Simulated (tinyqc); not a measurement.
The first four gaps: longitudinal sound in a periodic multilayer: transfer matrices, stop bands and folded phonons. Computed by tinyqc, a small Python program. Command: `OMP_NUM_THREADS=1 python tinyqc.py 3031661 3031662 out.jsonl multilayer walk`. One thread of a shared host (Intel(R) Xeon(R) Processor @ 2.30GHz), about 0.01 s of CPU time with the checks.

Layers 1 and 2 repeat with period d = d_1 + d_2; waves travel normal to the layers, without loss. State vector (u, s): displacement u and stress divided by omega. Impedances Z = rho v are in 1e6 kg/(m^2 s).

Inputs (values chosen for the exercise, modelled on aluminium (layer 1), tungsten (layer 2) and gallium arsenide (substrate)):
```
quantity            value    unit
density rho_1        2.71  g/cm^3
velocity v_1         6540     m/s
thickness d_1        5.83      nm
density rho_2        19.3  g/cm^3
velocity v_2         5220     m/s
thickness d_2        4.74      nm
substrate density    5.35  g/cm^3
substrate velocity   4770     m/s
```

Method:
- Z = rho v; interface reflection r = (Z_2 - Z_1)/(Z_2 + Z_1) (stress amplitude, from 1 into 2); Bragg frequency f_B = 1/[2 (d_1/v_1 + d_2/v_2)]; long-wave velocity v_eff = d/sqrt[(d_1/v_1)^2 + (d_2/v_2)^2 + (Z_1/Z_2 + Z_2/Z_1)(d_1/v_1)(d_2/v_2)].
- A layer maps (u, s) by [[cos p, sin p/Z], [-Z sin p, cos p]], p = 2 pi f d_i/v_i; one period is M = M_2 M_1, and cos(q d) = trace(M)/2.
- Gap m contains m f_B; its edges, where trace(M)/2 = (-1)^m, are found by root search. Weak-contrast estimate of the width: (4 f_B/pi) |r sin(m pi a)|, a = (d_1/v_1)/(d_1/v_1 + d_2/v_2).

Bragg frequency f_B = 277.858 GHz

Z_1 = 17.7234

Z_2 = 100.746

interface reflection r = 0.700794

Stop bands (GHz):
```
m  lower edge  upper edge   width  weak-contrast estimate
1       140.5       415.2  274.67                  247.90
2       552.1       559.3    7.19                    7.19
3       696.3       970.7  274.38                  247.69
4      1104.3      1118.7   14.37                   14.37
```

What does the comparison show, and why?

With a = 0.495, gap 1 is the widest and gap 2 the narrowest: the layers are near a quarter wave each at f_B, so the even gaps almost close. The weak-contrast estimate misses the first width by -9.7 % at |r| = 0.70. Odd gaps open at the edge of the folded zone (q = pi/d), even ones at its centre.
